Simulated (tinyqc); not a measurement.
# Thermoelectric coefficients of a parabolic band, Landauer integrals: effect of the Fermi level

Bulk parabolic band, x = (E - Ec)/kB T, C = hbar^2/(2 m0), kB T in eV. Modes per area gv m kB T x/(4 pi C) times the back-scattering length l0 x^rr give the transport function s0 X(x), s0 = (2 q^2/h) gv m kB T l0/(4 pi C), X = x^(1 + rr). I_k = int X (x - eta)^k w dx, w = 1/(4 cosh^2((x - eta)/2)).

sigma = s0 I_0, S = -(kB/q) I_1/I_0, Lorenz number L = (kB/q)^2 [I_2/I_0 - (I_1/I_0)^2], kappa_e = L sigma T. Power factor S^2 sigma, ZT = S^2 sigma T/(kappa_e + kL). The integrals are converged.

Parameters, values chosen for the exercise:

| symbol | value | unit | meaning |
|---|---|---|---|
| T | 400 | K | temperature |
| m | 0.62 | m0 | mass of one valley |
| gv | 1 |  | valleys |
| l0 | 0.51 | nm | back-scattering length at x = 1 |
| rr | 2 |  | energy exponent of that length |
| kL | 0.98 | W/(m K) | lattice thermal conductivity |

Constants: q = 1.602176634e-19 C, kB = 1.380649e-23 J/K, hbar = 1.054571817e-34 J s, h = 6.62607015e-34 J s, m0 = 9.1093837015e-31 kg, Vt = kB T/q, hbar^2/(2 m0) = 0.0380998212 eV nm^2. Results are converted to the units shown.

Effect of the Fermi level:

| eta | sigma (S/cm) | S (uV/K) | kappa_e (W/(m K)) | power factor (mW/(m K^2)) | ZT |
|---|---|---|---|---|---|
| -4 | 1.9339 | -689.78 | 0.0022965 | 0.092015 | 0.037469 |
| -3.1 | 4.7411 | -612.79 | 0.0056252 | 0.17803 | 0.072251 |
| -2.2 | 11.569 | -536.59 | 0.013700 | 0.33311 | 0.13409 |
| -1.3 | 27.931 | -462.20 | 0.032932 | 0.59669 | 0.23563 |
| -0.4 | 65.926 | -391.55 | 0.077037 | 1.0107 | 0.38248 |
| 0.5 | 149.27 | -327.50 | 0.17173 | 1.6010 | 0.55602 |
| 1.4 | 317.46 | -272.71 | 0.35735 | 2.3610 | 0.70616 |
| 2.3 | 625.48 | -228.21 | 0.68701 | 3.2574 | 0.78161 |
| 3.2 | 1139.3 | -193.13 | 1.2226 | 4.2497 | 0.77174 |
| 4.1 | 1931.1 | -165.73 | 2.0319 | 5.3040 | 0.70440 |
| 5 | 3075.9 | -144.21 | 3.1862 | 6.3967 | 0.61415 |

What does the table show?

sigma rises from 1.93 to 3080 S/cm, and S rises from -690 to -144 uV/K. Among the rows the power factor is largest at eta = 5 and ZT, 0.782, at eta = 2.3, where S = -228 uV/K. The power factor is still rising in the last row. ZT peaks at a lower eta than the power factor because kappa_e grows with sigma.

Range of the model: Parabolic bands, elastic scattering and a fixed kL make these model figures, not those of a material.

Program tinyqc, `OMP_NUM_THREADS=1 python tinyqc.py 2800133 2800134 out.jsonl`; Intel Xeon 2.30GHz, shared host, one thread, about 0.2 s.
